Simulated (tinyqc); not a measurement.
Keating valence-force model of a tetrahedral crystal: one step, computed by the program tinyqc. Command: `OMP_NUM_THREADS=1 python tinyqc.py 3031265 3031266 out.jsonl keating walk`. One thread of a shared host (Intel(R) Xeon(R) Processor @ 2.30GHz), about 0.02 s of CPU time with the checks.

Atom A sits at 0 and atom B at a/4 (1,1,1) of an fcc lattice; the four bonds from A are t = a/4 (1,1,1), a/4 (1,-1,-1), a/4 (-1,1,-1), a/4 (-1,-1,1), of length d = sqrt(3) a/4. Energy: E = (3 alpha/(8 d^2)) sum over bonds (r.r - d^2)^2 + (3 beta/(8 d^2)) sum over pairs of bonds at one atom (r_i.r_j + d^2/3)^2, with beta_A for the six pairs at A and beta_B for the six at B. The cell holds two atoms, Omega = a^3/4. 1 N/m = 1 J/m^2. With constants fitted to the elastic moduli this model puts optical and zone-boundary frequencies of real crystals too high, by up to about 20 % in elemental crystals and up to about 50 % in compounds, and mostly by more for TA modes; in compounds the lattice part of the static dielectric constant then comes out too low.

Task: Frequencies at q. Diagonalise the Hermitian matrix D. An eigenvalue lambda of D in eV/(angstrom^2 u) gives nu = 15.6333042 THz x sqrt(lambda). The weight on A is the sum of |e|^2 over the three components of atom A.

Structure: zinc blende.

D(q) (eV/(angstrom^2 u)), rows A x, A y, A z, B x, B y, B z:
$$\begin{pmatrix}
0.389086 & 0.010204 & 0.000000+0.007915i & -0.610368 & 0.102778 & 0.000000-0.132501i \\
0.010204 & 0.370472 & 0.000000+0.003494i & 0.102778 & -0.610368 & 0.000000-0.300191i \\
0.000000-0.007915i & 0.000000-0.003494i & 0.368678 & 0.000000-0.132501i & 0.000000-0.300191i & -0.610368 \\
-0.610368 & 0.102778 & 0.000000+0.132501i & 1.930685 & 0.048145 & 0.000000-0.037345i \\
0.102778 & -0.610368 & 0.000000+0.300191i & 0.048145 & 1.842860 & 0.000000-0.016484i \\
0.000000+0.132501i & 0.000000+0.300191i & -0.610368 & 0.000000+0.037345i & 0.000000+0.016484i & 1.834396
\end{pmatrix}$$

Constants: nu for 1 eV/(angstrom^2 u) = 15.6333042 THz.

Give: frequencies; weights on atom A.

Result:

frequencies (THz): [4.01, 4.83, 6.89, 22.51, 22.76, 23.12]

weights on atom A: [0.8539, 0.8642, 0.8983, 0.1233, 0.1448, 0.1155]
